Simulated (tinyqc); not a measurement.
## Inductance and parasitic capacitance from two readings

Question. A loss-free coil L in parallel with C shows the apparent inductance L/(1 - w^2 L C), w = 2 pi f. Find L, C and the self-resonance 1/(2 pi sqrt(L C)).

apparent inductance at 11 and 20 GHz (nH): [0.94729292, 1.7513054]

Answer. The inverse of the reading is 1/L - w^2 C, a straight line in w^2.

L = 0.790 nH
C = 44.0 fF
self-resonance = 27.0 GHz

Numbers from tinyqc (`OMP_NUM_THREADS=1 python tinyqc.py 2302220 2302221 out.jsonl`; about 0.01 s on one thread of a shared Intel Xeon 2.30GHz).
